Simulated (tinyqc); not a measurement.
Three-band (Emery) model of a CuO2 plane downfolded to one band: one step. H at one k.

Electron picture, d at 0 and the oxygen p orbitals at -D; sx = sin(kx a/2), sy = sin(ky a/2). H = [[0, 2 tpd sx, -2 tpd sy], [., -D, -4 tpp sx sy], [., ., -D]], real and symmetric. The top (antibonding) band crosses the Fermi level.

Values chosen for the exercise (of the size used for cuprate planes; not measured data):
```
symbol  value         unit  meaning
D       2.7           eV    ed - ep
tpd     1.52          eV    d-p hopping
tpp     0.55          eV    p-p hopping
k       (0.86, 0.77)  pi/a  wave vector
```

Task: Fill in the matrix.

Give: sx, sy; H.

Result:

sx, sy: 0.97592  0.93544

H (eV):
```
          d       px       py
d         0   2.9668  -2.8437
px   2.9668  -2.7000  -2.0084
py  -2.8437  -2.0084  -2.7000
```

tinyqc: `OMP_NUM_THREADS=1 python tinyqc.py 1450024 1450025 out.jsonl`; about 0.03 s, one thread, shared Intel(R) Xeon(R) Processor @ 2.30GHz.
